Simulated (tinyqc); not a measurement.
Worked calculation: empirical pseudopotential in a few plane waves. Computed by tinyqc, a small Python program that keeps every step. Settings: plane-wave index or count = 15. Command: `OMP_NUM_THREADS=1 python tinyqc.py 20923 20924 out.jsonl` (the two numbers bound the seeds that draw the settings). One thread of a shared host (Intel(R) Xeon(R) Processor @ 2.60GHz), about 0.3 s of CPU time with the checks.

## Bloch Hamiltonian at G

Parameters chosen for this model: fcc lattice, atoms at +/- a/8 (1,1,1); form factors in rydberg at |G|^2 in units of (2 pi/a)^2:

| parameter | value | unit |
|---|---|---|
| a | 6.040000 | angstrom |
| VS(3) | -0.202000 | Ry |
| VS(8) | 0.059000 | Ry |
| VS(11) | 0.038000 | Ry |
| VA(3) | 0.089000 | Ry |
| VA(4) | 0.061000 | Ry |
| VA(11) | 0.026000 | Ry |
| hbar^2/2m (2 pi/a)^2 | 4.122957 | eV |

k point G (2 pi / a): 0  0  0

Basis: the 15 shortest G (labels in 2 pi/a), the same at every k. H(G,G') = c |k + G|^2 delta + VS(|G-G'|^2) cos((G-G').tau) + i VA sin((G-G').tau), tau = a/8 (1,1,1); 1 Ry = 13.605693 eV.

H(k) at G (eV):
```
                     +0+0+0               -1-1-1               -1-1+1               -1+1-1
+0+0+0             0.000000   1.943377+0.856240i  -1.943377+0.856240i  -1.943377+0.856240i
-1-1-1   1.943377-0.856240i            12.368870   0.000000-0.829947i   0.000000-0.829947i
-1-1+1  -1.943377-0.856240i   0.000000+0.829947i            12.368870             0.802736
-1+1-1  -1.943377-0.856240i   0.000000+0.829947i             0.802736            12.368870
-1+1+1  -1.943377+0.856240i            -0.802736   0.000000+0.829947i   0.000000+0.829947i
+1-1-1  -1.943377-0.856240i   0.000000+0.829947i             0.802736             0.802736
+1-1+1  -1.943377+0.856240i            -0.802736   0.000000+0.829947i             0.000000
+1+1-1  -1.943377+0.856240i            -0.802736             0.000000   0.000000+0.829947i
+1+1+1   1.943377+0.856240i             0.000000            -0.802736            -0.802736
-2+0+0   0.000000-0.829947i  -1.943377+0.856240i  -1.943377-0.856240i  -1.943377-0.856240i
+0-2+0   0.000000-0.829947i  -1.943377+0.856240i  -1.943377-0.856240i   0.365586-0.250138i
+0+0-2   0.000000-0.829947i  -1.943377+0.856240i   0.365586-0.250138i  -1.943377-0.856240i
+0+0+2   0.000000+0.829947i  -0.365586-0.250138i   1.943377+0.856240i  -0.365586+0.250138i
+0+2+0   0.000000+0.829947i  -0.365586-0.250138i  -0.365586+0.250138i   1.943377+0.856240i
+2+0+0   0.000000+0.829947i  -0.365586-0.250138i  -0.365586+0.250138i  -0.365586+0.250138i

                     -1+1+1               +1-1-1               +1-1+1               +1+1-1
+0+0+0  -1.943377-0.856240i  -1.943377+0.856240i  -1.943377-0.856240i  -1.943377-0.856240i
-1-1-1            -0.802736   0.000000-0.829947i            -0.802736            -0.802736
-1-1+1   0.000000-0.829947i             0.802736   0.000000-0.829947i             0.000000
-1+1-1   0.000000-0.829947i             0.802736             0.000000   0.000000-0.829947i
-1+1+1            12.368870             0.000000             0.802736             0.802736
+1-1-1             0.000000            12.368870   0.000000-0.829947i   0.000000-0.829947i
+1-1+1             0.802736   0.000000+0.829947i            12.368870             0.802736
+1+1-1             0.802736   0.000000+0.829947i             0.802736            12.368870
+1+1+1   0.000000+0.829947i            -0.802736   0.000000+0.829947i   0.000000+0.829947i
-2+0+0   1.943377-0.856240i   0.365586-0.250138i  -0.365586-0.250138i  -0.365586-0.250138i
+0-2+0  -0.365586-0.250138i  -1.943377-0.856240i   1.943377-0.856240i  -0.365586-0.250138i
+0+0-2  -0.365586-0.250138i  -1.943377-0.856240i  -0.365586-0.250138i   1.943377-0.856240i
+0+0+2  -1.943377+0.856240i  -0.365586+0.250138i  -1.943377+0.856240i   0.365586+0.250138i
+0+2+0  -1.943377+0.856240i  -0.365586+0.250138i   0.365586+0.250138i  -1.943377+0.856240i
+2+0+0   0.365586+0.250138i   1.943377+0.856240i  -1.943377+0.856240i  -1.943377+0.856240i

                     +1+1+1               -2+0+0               +0-2+0               +0+0-2
+0+0+0   1.943377-0.856240i   0.000000+0.829947i   0.000000+0.829947i   0.000000+0.829947i
-1-1-1             0.000000  -1.943377-0.856240i  -1.943377-0.856240i  -1.943377-0.856240i
-1-1+1            -0.802736  -1.943377+0.856240i  -1.943377+0.856240i   0.365586+0.250138i
-1+1-1            -0.802736  -1.943377+0.856240i   0.365586+0.250138i  -1.943377+0.856240i
-1+1+1   0.000000-0.829947i   1.943377+0.856240i  -0.365586+0.250138i  -0.365586+0.250138i
+1-1-1            -0.802736   0.365586+0.250138i  -1.943377+0.856240i  -1.943377+0.856240i
+1-1+1   0.000000-0.829947i  -0.365586+0.250138i   1.943377+0.856240i  -0.365586+0.250138i
+1+1-1   0.000000-0.829947i  -0.365586+0.250138i  -0.365586+0.250138i   1.943377+0.856240i
+1+1+1            12.368870  -0.365586-0.250138i  -0.365586-0.250138i  -0.365586-0.250138i
-2+0+0  -0.365586+0.250138i            16.491827             0.802736             0.802736
+0-2+0  -0.365586+0.250138i             0.802736            16.491827             0.802736
+0+0-2  -0.365586+0.250138i             0.802736             0.802736            16.491827
+0+0+2  -1.943377-0.856240i            -0.802736            -0.802736             0.000000
+0+2+0  -1.943377-0.856240i            -0.802736             0.000000            -0.802736
+2+0+0  -1.943377-0.856240i             0.000000            -0.802736            -0.802736

                     +0+0+2               +0+2+0               +2+0+0
+0+0+0   0.000000-0.829947i   0.000000-0.829947i   0.000000-0.829947i
-1-1-1  -0.365586+0.250138i  -0.365586+0.250138i  -0.365586+0.250138i
-1-1+1   1.943377-0.856240i  -0.365586-0.250138i  -0.365586-0.250138i
-1+1-1  -0.365586-0.250138i   1.943377-0.856240i  -0.365586-0.250138i
-1+1+1  -1.943377-0.856240i  -1.943377-0.856240i   0.365586-0.250138i
+1-1-1  -0.365586-0.250138i  -0.365586-0.250138i   1.943377-0.856240i
+1-1+1  -1.943377-0.856240i   0.365586-0.250138i  -1.943377-0.856240i
+1+1-1   0.365586-0.250138i  -1.943377-0.856240i  -1.943377-0.856240i
+1+1+1  -1.943377+0.856240i  -1.943377+0.856240i  -1.943377+0.856240i
-2+0+0            -0.802736            -0.802736             0.000000
+0-2+0            -0.802736             0.000000            -0.802736
+0+0-2             0.000000            -0.802736            -0.802736
+0+0+2            16.491827             0.802736             0.802736
+0+2+0             0.802736            16.491827             0.802736
+2+0+0             0.802736             0.802736            16.491827
```

## Levels at G

Diagonalise the Hermitian matrix.

eigenvalues (eV): -3.177976  8.251759  8.251759  8.251759  11.052811  12.060222  12.060222  12.060222  14.886355  14.886355  17.660667  19.312115  19.312115  19.312115  23.721425

## Bands along a path

The same steps at evenly spaced points between the labelled ones.

Bands along the path (eV), lowest eight:

| k | band 1 | band 2 | band 3 | band 4 | band 5 | band 6 | band 7 | band 8 |
|---|---|---|---|---|---|---|---|---|
| L | -1.671689 | 3.452821 | 7.641614 | 7.641614 | 10.945462 | 12.373865 | 12.373865 | 17.072721 |
| L-G 0.25 | -2.134698 | 4.124008 | 7.639536 | 7.639536 | 10.924571 | 12.392566 | 12.392566 | 16.531813 |
| L-G 0.50 | -2.665784 | 5.471354 | 7.825879 | 7.825879 | 11.140975 | 12.572397 | 12.572397 | 14.916488 |
| L-G 0.75 | -3.044084 | 7.138924 | 8.102826 | 8.102826 | 11.394913 | 12.340290 | 12.340290 | 12.805665 |
| G | -3.177976 | 8.251759 | 8.251759 | 8.251759 | 11.052811 | 12.060222 | 12.060222 | 12.060222 |
| G-X 0.25 | -2.999182 | 7.238476 | 7.794913 | 7.794913 | 11.612547 | 12.159154 | 12.880278 | 12.880278 |
| G-X 0.50 | -2.490464 | 5.668477 | 7.061792 | 7.061792 | 10.870280 | 11.994750 | 14.674806 | 14.674806 |
| G-X 0.75 | -1.764502 | 4.286057 | 6.584086 | 6.584086 | 10.354758 | 11.062392 | 16.862859 | 16.862859 |
| X | -1.134475 | 3.512668 | 6.514415 | 6.514415 | 10.263544 | 10.833659 | 19.009312 | 19.301636 |

With 4 band(s) filled, the highest filled level on these points lies at G and the lowest empty one at X: a gap of 2.0118 eV, indirect. This holds for the small fixed basis; with all plane waves up to |k + G|^2 = 21 (2 pi/a)^2 the gap along the path is 1.55 eV.

## Convergence with the number of plane waves

Levels at G counted from the fourth one.

Levels (eV):

| plane waves | level 1 | level 5 | level 8 |
|---|---|---|---|
| 9 | -13.114577 | 1.659895 | 3.530086 |
| 15 | -11.429735 | 2.801053 | 3.808463 |
| 27 | -10.636432 | 2.393395 | 4.119633 |
| 51 | -10.560536 | 2.358268 | 4.091080 |
| 59 | -10.553480 | 2.378604 | 3.923355 |
| 65 | -10.550489 | 2.380229 | 3.896915 |
| 89 | -10.535989 | 2.382862 | 3.905762 |
